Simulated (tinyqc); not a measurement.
Comparisons within one model: shallow acceptor in the spherical four-band model. A value that a table varies takes the place of the one given here.

The ground state 1S3/2 has an L = 0 part f(r) and an L = 2 part g(r). In units of Ry* and a*, with Gaussians f_i = exp(-a_i r^2), g_i = r^2 exp(-a_i r^2), A = a_i + a_j and I(n) = Gamma((n + 1)/2)/(2 A^((n + 1)/2)): S_ff = I(2), S_gg = I(6), H_ff = (6 a_i a_j/A) I(2) - 2 I(1), H_gg = (14 a_i a_j/A) I(6) - 2 I(5), H_fg = -mu [15 I(2) - 20 a_j I(4) + 4 a_j^2 I(6)]; each function is then normalised. The split-off band is left out.

Converged values use 22 exponents 2.2^i, i = -7 to 14, for f and for g.

Units Ry* = Ry/(g1 eps^2) and a* = a0 eps g1; mu = (6 g3 + 4 g2)/(5 g1) is the spherical heavy-light coupling and delta = (g3 - g2)/g1 the cubic term, which is left out.

Constants: Ry = 13.60569312 eV; a0 (Bohr radius) = 0.5291772105 angstrom.

Values chosen for the exercise (near those of a shallow acceptor in GaAs; not measured data):
```
symbol  value                                       unit      meaning
mus     (0.15, 0.38, 0.53, 0.62, 0.74, 0.83, 0.88)            couplings
rc      1.7                                         angstrom  radius of the central cell
Vs      (2, 0, -0.5, -1.5, -2.5, -3.5)              eV        central-cell strengths
g1      6.94                                                  Luttinger gamma1
g2      2.07                                                  gamma2
g3      2.95                                                  gamma3
eps     13.2                                                  dielectric constant
```

## Strength of the heavy-light coupling

Ry* = 11.2516 meV

Converged values in Ry* and a*; the heavy-mass hydrogen model gives 1/(1 - mu).

Results:
```
mu    binding (Ry*)  1/(1 - mu)  ratio  L = 2 weight  <r> (a*)  binding (meV)
0.15          1.021       1.176  0.868         0.010     1.474           11.5
0.38          1.151       1.613  0.714         0.062     1.331           13.0
0.53          1.350       2.128  0.634         0.124     1.160           15.2
0.62          1.558       2.632  0.592         0.172     1.022           17.5
0.74          2.078       3.846  0.540         0.252     0.789           23.4
0.83          2.966       5.882  0.504         0.324     0.568           33.4
0.88          4.038       8.333  0.485         0.369     0.425           45.4
```

The binding starts as 1 + O(mu^2), 1.021 at mu = 0.15, since the coupling enters in second order, and reaches 4.04 at mu = 0.88. The ratio to the heavy-mass model falls from 0.87 to 0.48, towards about 0.44 as mu goes to 1: the bound hole is only partly heavy. The L = 2 weight grows to 0.37 and the radius shrinks by a factor 3.5.

## Central-cell correction

mu = 0.74870
a* = 48.477 angstrom

A short-range term V exp(-r^2/rc^2) is added (negative: attracts the hole); its elements are V S (A/(A + 1/rc^2))^(3/2) for f and ^(7/2) for g, in the same units.

Results:
```
V (eV)  1S binding (meV)  2S binding (meV)  <r> (angstrom)  L = 2 weight
2.0                 22.8              6.95            39.2         0.256
0.0                 24.0              7.11            37.3         0.258
-0.5                24.4              7.16            36.7         0.259
-1.5                25.4              7.29            35.3         0.260
-2.5                26.8              7.45            33.6         0.262
-3.5                28.7              7.67            31.4         0.265
```

From V = 0 to -3.5 eV the 1S binding grows by 4.7 meV (20 %) and the 2S binding by 0.56 meV, so the chemical shift sits mainly in the ground state. A repulsion of 2 eV removes 1.2 meV. The slope is 1.95 meV per eV over the last step against 0.59 on the repulsive side, since attraction pulls the state into the cell; over this range the level stays shallow.

## What each parameter does

Converged values. Each row changes one parameter from the base and keeps the others.

Results:
```
case           mu  Ry* (meV)  binding (meV)  <r> (angstrom)
base        0.749      11.25          24.03            37.3
g1 = 7.5    0.693      10.41          18.98            46.5
g2 = 1.76   0.713      11.25          21.62            41.1
g3 = 2.71   0.707      11.25          21.29            41.6
eps = 12.2  0.749      13.17          28.14            34.5
```

The largest shifts from the base row, up to three for each result and ties (the steps differ in size, so this ranks the rows, not the parameters). mu: g1 -0.056, g3 -0.041, g2 -0.036; unchanged at the printed digits by eps. Ry* (meV): eps +1.92, g1 -0.84; unchanged at the printed digits by g2 and g3. binding (meV): g1 -5.05, eps +4.10, g3 -2.74. <r> (angstrom): g1 +9.2, g3 +4.3, g2 +3.8. g1 acts twice: it lowers Ry* and it lowers mu.

(tinyqc, `OMP_NUM_THREADS=1 python tinyqc.py 1252726 1252727 out.jsonl`, Intel(R) Xeon(R) Processor @ 2.30GHz, 1 thread, shared host, about 0.03 s.)
